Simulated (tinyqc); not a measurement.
Plane-wave Kohn-Sham cycle with exchange-only LDA in a layered model solid, step by step. One step of it, computed by the program tinyqc.

Problem. Iteration 2: potential. V_H(G) = 4 pi rho(G)/G^2 for G != 0 (uniform background); v_x = -(3 rho/pi)^(1/3); V = V_ext + V_H + v_x; Fourier components f(G_m) = (1/N) sum_j f(x_j) exp(-i G_m x_j).

A solid whose potential varies along x alone (atomic units):
```
parameter                      value
period a                    5.300000
cross-section of the cell  17.000000
electrons per cell                 2
grid points                       16
plane waves -n..n, n               2
k points                           2
V1 in V1 cos(2 pi x/a)     -0.140000
V2 in V2 cos(4 pi x/a)      0.070000
```

density after iteration 1 (e/bohr^3): 0.02598060  0.02579093  0.02516935  0.02403979  0.02246700  0.02073130  0.01921859  0.01822822  0.01788998  0.01822822  0.01921859  0.02073130  0.02246700  0.02403979  0.02516935  0.02579093

Give: Potentials on the grid; V(G_m), m = 0, 1, 2, ....

Solution.

Potentials on the grid (hartree):
```
x         V_ext      V_H      v_x        V
0.0000  -0.0700   0.0362  -0.2917  -0.3254
0.3312  -0.0798   0.0336  -0.2909  -0.3372
0.6625  -0.0990   0.0261  -0.2886  -0.3614
0.9938  -0.1031   0.0146  -0.2842  -0.3727
1.3250  -0.0700   0.0006  -0.2779  -0.3473
1.6562   0.0041  -0.0138  -0.2705  -0.2802
1.9875   0.0990  -0.0261  -0.2638  -0.1909
2.3188   0.1788  -0.0345  -0.2592  -0.1148
2.6500   0.2100  -0.0374  -0.2575  -0.0850
2.9813   0.1788  -0.0345  -0.2592  -0.1148
3.3125   0.0990  -0.0261  -0.2638  -0.1909
3.6437   0.0041  -0.0138  -0.2705  -0.2802
3.9750  -0.0700   0.0006  -0.2779  -0.3473
4.3063  -0.1031   0.0146  -0.2842  -0.3727
4.6375  -0.0990   0.0261  -0.2886  -0.3614
4.9688  -0.0798   0.0336  -0.2909  -0.3372
```

V(G_m), m = 0, 1, 2, ... (hartree): -0.2762  -0.0602  0.0355  0.0001  0.0000
